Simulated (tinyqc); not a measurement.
# Charge needed for a dipole step

Two sheets of opposite charge dd apart with permittivity ei give the step D = q N dd/(eps0 ei).

Parameters, values chosen for the exercise: relative permittivity inside the dipole layer ei = 6.1; thickness of the dipole layer dd = 0.19 nm.

Constants: q = 1.602176634e-19 C, eps0 = 8.8541878128e-14 F/cm where lengths are in cm. Results are converted to the units shown.

Charge needed for a dipole step:
```
N (cm^-2)     D (V)  field (MV/cm)  moment (debye/nm^2, 1 D = 3.33564e-30 C m)
1e12       0.005636         0.2966                                     0.09126
2.7e12      0.01522         0.8009                                      0.2464
6.8e12      0.03833          2.017                                      0.6206
1.7e13      0.09582          5.043                                       1.551
4.5e13       0.2536          13.35                                       4.107
1.1e14       0.6200          32.63                                       10.04
2.9e14        1.634          86.03                                       26.47
```

What does the comparison show?

D is proportional to N, 0.1 V for 1.77e13 cm^-2. The same sheet as an uncompensated charge under 1 nm of a dielectric of permittivity 3.9 would shift the flat band by 0.823 V, and that shift would grow with thickness, which a dipole step does not. For N = 1.1e14, 2.9e14 the field exceeds 20 MV/cm; it acts over one bond length, where the sheet picture is only a bookkeeping device.

tinyqc, about 0.01 s, one thread, Intel Xeon 2.30GHz (shared host): `OMP_NUM_THREADS=1 python tinyqc.py 2410014 2410015 out.jsonl`
